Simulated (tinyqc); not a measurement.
Keating valence-force model of a tetrahedral crystal: one step, computed by the program tinyqc.

Atom A sits at 0 and atom B at a/4 (1,1,1) of an fcc lattice; the four bonds from A are t = a/4 (1,1,1), a/4 (1,-1,-1), a/4 (-1,1,-1), a/4 (-1,-1,1), of length d = sqrt(3) a/4. Energy: E = (3 alpha/(8 d^2)) sum over bonds (r.r - d^2)^2 + (3 beta/(8 d^2)) sum over pairs of bonds at one atom (r_i.r_j + d^2/3)^2, with beta_A for the six pairs at A and beta_B for the six at B. The cell holds two atoms, Omega = a^3/4. 1 N/m = 1 J/m^2. With constants fitted to the elastic moduli this model puts optical and zone-boundary frequencies of real crystals too high, by up to about 20 % in elemental crystals and up to about 50 % in compounds, and mostly by more for TA modes; in compounds the lattice part of the static dielectric constant then comes out too low.

Question. Elastic constants and internal strain. beta = (beta_A + beta_B)/2; C11 = (alpha + 3 beta)/a, C12 = (alpha - beta)/a, C44 = 4 alpha beta/(a (alpha + beta)); with the two sublattices clamped C44(0) = (alpha + beta)/a; internal-strain parameter zeta = (alpha - beta)/(alpha + beta); B = (C11 + 2 C12)/3.

Inputs (values chosen for the exercise, modelled on aluminium arsenide):
```
quantity,value,unit
lattice constant a,5.661,angstrom
bond stretching alpha,43.5,N/m
bond bending beta_A,9.47,N/m
bond bending beta_B,9.47,N/m
```

Structure: zinc blende.

Give: C11; C12; C44; clamped C44(0); internal-strain parameter zeta; bulk modulus B.

Answer.

C11 = 127.03 GPa

C12 = 60.113 GPa

C44 = 54.951 GPa

clamped C44(0) = 93.570 GPa

internal-strain parameter zeta = 0.64244

bulk modulus B = 82.418 GPa

Letting the sublattices shift lowers C44 by 41 %, which is zeta^2. A shear is shared between bond lengths and angles. The model fixes 2 C44 (C11 + C12)/((C11 - C12)(C11 + 3 C12)) = 1.000 whatever alpha and beta are.
